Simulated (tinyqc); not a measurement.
Comparisons within one model: recursion (Haydock) method for the local density of states: surface site of a square lattice. A value that a table varies takes the place of the one given here.

One orbital a site at energy 0, hopping -t to the 4 nearest neighbours of a square lattice; the start u0 is a site in the outermost layer of a half crystal, with energy V. Recursion: a_n = <u_n|H|u_n>, b_(n+1) u_(n+1) = (H - a_n) u_n - b_n u_(n-1), b > 0. G(z) = 1/(z - a0 - b1^2/(z - a1 - b2^2/(...))), z = E + i eta. After n levels the tail is b_n^2 T with the square-root terminator T = (z - sqrt(z - 2b) sqrt(z + 2b))/(2 b^2), b = 2t so that the band edges lie at -/+ 4t.

Reference: the closed form for a chain (bulk 1/sqrt(z^2 - 4t^2), end site (z - sqrt(z^2 - 4t^2))/(2t^2)), averaged over 400 points (j + 1/2) pi/400 in each remaining direction with z shifted by 2t cos k, then G/(1 - V G).

Parameters, chosen for this exercise: t = 0.57 eV (hopping); V = 0 eV (shift of the starting site); eta = 0.028 eV (broadening); n = 4 (levels kept); E = -1.03 eV (energy).

## How many levels, and whether to terminate

Energies as fractions of the half width 4t.

Density (1/eV):
```
fraction  E (eV)  2 levels  4 levels  7 levels  7, no terminator  reference
-1.10     -2.508    0.0034    0.0033    0.0033            0.0032     0.0033
-0.90     -2.052    0.0568    0.0540    0.0574            0.2412     0.0565
-0.60     -1.368    0.1960    0.1943    0.1962            0.0423     0.1961
-0.35     -0.798    0.2963    0.2888    0.2880            1.8582     0.2867
-0.15     -0.342    0.3301    0.3356    0.3335            0.0337     0.3346
0.00       0.000    0.3360    0.3439    0.3499            3.3417     0.3488
0.15       0.342    0.3301    0.3356    0.3335            0.0337     0.3346
0.35       0.798    0.2963    0.2888    0.2880            1.8582     0.2867
0.60       1.368    0.1960    0.1943    0.1962            0.0423     0.1961
0.90       2.052    0.0568    0.0540    0.0574            0.2412     0.0565
1.10       2.508    0.0034    0.0033    0.0033            0.0032     0.0033
```

Largest errors against the reference: 0.0128 (2 levels), 0.0049 (4), 0.0013 (7) and 2.993 without terminator, which leaves seven broadened spikes in place of a band. With seven levels the error is largest at E = -0.80 and 0.80 eV.

## What each setting does

G at z = E + i eta with n levels and terminator. Each row changes one parameter from the base and keeps the others.

Results:
```
case            Re G (1/eV)  density (1/eV)
base                -0.6040          0.2511
t = 0.627 eV        -0.5174          0.2429
V = 0.5 eV          -0.5930          0.1357
n = 5               -0.5938          0.2556
E = -0.92 eV        -0.5609          0.2695
eta = 0.056 eV      -0.5893          0.2480
```

The largest shifts from the base row, up to three for each result and ties (the steps differ in size, so this ranks the rows, not the parameters). Re G (1/eV): t +0.0865, E +0.0431, eta +0.0147. density (1/eV): V -0.1154, E +0.0184, t -0.0082.

(tinyqc, `OMP_NUM_THREADS=1 python tinyqc.py 1452169 1452170 out.jsonl`, Intel(R) Xeon(R) Processor @ 2.30GHz, 1 thread, shared host, about 0.01 s.)
